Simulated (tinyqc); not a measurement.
The best anneal temperature for the time t: solubility, supersaturation, precipitation and gettering of an impurity in a silicon-like host. Computed by tinyqc, a small Python program. Command: `OMP_NUM_THREADS=1 python tinyqc.py 3025187 3025188 out.jsonl ripen walk`. One thread of a shared host (Intel(R) Xeon(R) Processor @ 2.30GHz), about 0.01 s of CPU time with the checks.

The wafer was saturated at T1 and is then held at T.

Inputs (values chosen for the exercise, modelled on nickel in silicon):

| quantity | value | unit |
|---|---|---|
| site density N0 | 5e+22 | 1/cm^3 |
| enthalpy of solution H | 1.69 | eV |
| entropy of solution S | 3.2 | k_B |
| diffusion prefactor D0 | 0.0021 | cm^2/s |
| migration energy Q | 0.467 | eV |
| temperature of saturation T1 | 1325 | K |
| anneal temperature T | 826 | K |
| sink density n | 1.4e+08 | 1/cm^3 |
| initial sink radius r0 | 7.1 | nm |
| impurity density in the precipitate C_p | 6.3e+22 | 1/cm^3 |
| interface energy gamma | 0.73 | J/m^2 |
| anneal time t | 1.5 | s |

Constants: k_B = 8.617333262e-05 eV/K; k_B = 1.380649e-23 J/K.

Method:
- C_eq(T) = N0 exp(S/k_B - H/(k_B T)); D(T) = D0 exp(-Q/(k_B T)); C0 = C_eq(T1). Supersaturation s = C0/C_eq(T); critical radius r* = 2 gamma/(C_p k_B T ln s); barrier W* = (4 pi/3) gamma r*^2. Strain energy is left out.
- r_f = [r0^3 + 3 (C0 - C_eq)/(4 pi n C_p)]^(1/3), tau_f = 1/(4 pi n r_f D).
- Growing sinks: with y = r/r_f and y0 = r0/r_f, dy/dt = (1 - y^3)/(3 tau_f y), which integrates to t/tau_f = F(y) - F(y0), F(y) = (1/2) ln[(1 + y + y^2)/(1 - y)^2] - sqrt(3) arctan[(2y + 1)/sqrt(3)]; the share of the excess left is (1 - y^3)/(1 - y0^3), and C(t) = C_eq + (C0 - C_eq) x share.

C0 = 4.57739e+17 1/cm^3

Dissolved share after t:

| T (K) | C_eq/C0 | tau_f (s) | C(t)/C0 |
|---|---|---|---|
| 596 | 1.3723e-08 | 104.00 | 0.99894 |
| 689 | 1.1651e-06 | 30.48 | 0.99385 |
| 795 | 5.1833e-05 | 10.68 | 0.97145 |
| 901 | 9.4409e-04 | 4.79 | 0.90939 |
| 1007 | 9.3342e-03 | 2.55 | 0.78821 |
| 1113 | 5.9649e-02 | 1.55 | 0.63422 |
| 1206 | 2.3212e-01 | 1.14 | 0.59061 |
| 1272 | 5.3971e-01 | 1.07 | 0.74008 |

What does the comparison show, and why?

The lowest dissolved share among these rows is 0.59 at 1206 K. Above it solubility sets the floor; below it diffusion is too slow for this time. Solubility falls with H = 1.69 eV and diffusion with Q = 0.467 eV. Caution: the barrier to homogeneous nucleation is below 35 k_B T for these inputs, so new precipitates would form and outnumber the fixed sinks assumed here.

Extremes, crossings and ranges named in words are read from the listed rows.
